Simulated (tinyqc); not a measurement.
Inside a calculation. Model: thin-body transistor below threshold, two-dimensional Poisson equation on a small mesh.

Numbers from tinyqc (`OMP_NUM_THREADS=1 python tinyqc.py 2480068 2480069 out.jsonl`; about 0.1 s on one thread of a shared Intel Xeon 2.30GHz). Printed values are rounded.

A thin body on a thick buried insulator of low permittivity, taken as carrying no normal field at the bottom of the body (row 0). Mobile charge is neglected (subthreshold), the body is fully depleted, and potentials are counted from the intrinsic level; rows run upward to the gate, columns from source to drain.

Values chosen for this exercise; semiconductor permittivity close to that of silicon: temperature T = 273 K; relative permittivity of the semiconductor eps_r = 11.8; relative permittivity of the insulator eox = 3.9; body thickness tb = 8 nm; insulator thickness tox = 1.6 nm; channel length L = 33 nm; acceptor density of the depleted body Na = 6.4e17 cm^-3; potential of the source Vbi = 0.52 V; gate offset Vfb = 0.05 V; gate voltage Vg = 0 V; drain voltage Vd = 1 V.

Constants: q = 1.602176634e-19 C, kB = 1.380649e-23 J/K, Vt = kB T/q, eps0 = 8.8541878128e-14 F/cm where lengths are in cm. Results are converted to the units shown.

## Coefficients of the five-point equations

Mesh: rows i = 0..2 in the semiconductor (step hs = tb/2, row 2 on the interface), then 1 step(s) ho = tox/1 up to the gate row 3; columns j = 0..5 (step hy = L/5). Box integration, divided by eps0: up_i = eps hy/h of the interval above row i, dn_i = that of the interval below (0 for row 0), lat_i = (sum of eps h/2 over the intervals above and below)/hy, s_i = -q Na w_i hy/eps0 with w_i the semiconductor height of the box (hs/2 for row 0 and the interface row, hs between, 0 in the insulator). Each free node obeys (up + dn + 2 lat) psi = up psi(above) + dn psi(below) + lat [psi(left) + psi(right)] + s.

```
row       up     dn      lat      s (V)
0      19.47      0  3.57576  -0.152868
1      19.47  19.47  7.15152  -0.305735
2    16.0875  19.47  4.04848  -0.152868
```

## Iteration 1: Jacobi sweep

psi at the start (fixed values on the edges, free nodes at zero) (V):
```
            j=0       j=1       j=2       j=3       j=4       j=5
row 0   0.52000   0.00000   0.00000   0.00000   0.00000   1.52000
row 1   0.52000   0.00000   0.00000   0.00000   0.00000   1.52000
row 2   0.52000   0.00000   0.00000   0.00000   0.00000   1.52000
row 3  -0.05000  -0.05000  -0.05000  -0.05000  -0.05000  -0.05000
```

Free nodes: rows 0..2, columns 1..4, taken row by row from row 0, left to right. t = (up psi(above) + dn psi(below) + lat [psi(left) + psi(right)] + s)/(up + dn + 2 lat), with all neighbours from the previous sweep; psi(new) = t.

psi after iteration 1 (V):
```
            j=0       j=1       j=2       j=3       j=4       j=5
row 0   0.52000   0.06410  -0.00574  -0.00574   0.19842   1.52000
row 1   0.52000   0.06410  -0.00574  -0.00574   0.19842   1.52000
row 2   0.52000   0.02630  -0.02193  -0.02193   0.11904   1.52000
row 3  -0.05000  -0.05000  -0.05000  -0.05000  -0.05000  -0.05000
```

## Iteration 2: Jacobi sweep

As before.

psi after iteration 2 (V):
```
            j=0       j=1       j=2       j=3       j=4       j=5
row 0   0.52000   0.11021  -0.00210   0.01594   0.34277   1.52000
row 1   0.52000   0.09639  -0.00802   0.01002   0.31374   1.52000
row 2   0.52000   0.05285  -0.02408  -0.01548   0.20550   1.52000
row 3  -0.05000  -0.05000  -0.05000  -0.05000  -0.05000  -0.05000
```

## Course of the iteration: Jacobi sweep

Stop when the largest change of psi is below 1e-7 V, or after 400 iterations. Fixed values: gate row Vg - Vfb; column 0 at Vbi and the last column at Vbi + Vd in the semiconductor, each running linearly to Vg - Vfb across the insulator.

Course of the iteration:
```
iteration  psi at row 0, j = 2 (V)  largest |change| of one entry (V)
1                      -0.00574226                              0.198
2                      -0.00210298                              0.144
3                       0.00533565                             0.0873
4                        0.0179080                             0.0675
5                        0.0324511                             0.0440
6                        0.0477673                             0.0360
7                        0.0626384                             0.0257
8                        0.0768667                             0.0212
9                        0.0896991                             0.0191
...                            ...                                ...
82                        0.183750                            3.21e-7
83                        0.183751                            2.77e-7
84                        0.183751                            2.38e-7
85                        0.183751                            2.05e-7
86                        0.183751                            1.77e-7
87                        0.183751                            1.52e-7
88                        0.183752                            1.31e-7
89                        0.183752                            1.13e-7
90                        0.183752                            9.75e-8
```

Converged in 90 iterations. At the end each change is about 0.86 times the one before: linear convergence.

## Barrier, swing and barrier lowering

converged psi (V):
```
            j=0       j=1       j=2       j=3       j=4       j=5
row 0   0.52000   0.25506   0.18375   0.31235   0.71679   1.52000
row 1   0.52000   0.22735   0.15489   0.26954   0.65141   1.52000
row 2   0.52000   0.13447   0.07300   0.14428   0.42295   1.52000
row 3  -0.05000  -0.05000  -0.05000  -0.05000  -0.05000  -0.05000
```

d psi/dVg on row 0: j=0 0.000000, j=1 0.465330, j=2 0.674900, j=3 0.674900, j=4 0.465330, j=5 0.000000
d psi/dVd on row 0: j=0 0.00000, j=1 0.03647, j=2 0.09825, j=3 0.22685, j=4 0.49820, j=5 1.00000

The barrier is read along row 0, the path farthest from the gate. Take the node j of lowest psi: barrier Vbi - psi_j; swing Vt ln 10/(d psi_j/dVg); DIBL = (d psi_j/dVd)/(d psi_j/dVg). The derivatives solve the same equations with s = 0 and a unit change of that voltage.

j = 2
barrier = 0.336248 V
swing = 80.2623 mV/decade
DIBL = 145.580 mV/V

A mesh of 12, 8 and 80 steps (semiconductor, insulator, channel) gives a barrier of 0.354 V, a swing of 79.5 mV a decade and a DIBL of 123 mV/V; the small mesh puts the barrier 5.1 % below that.
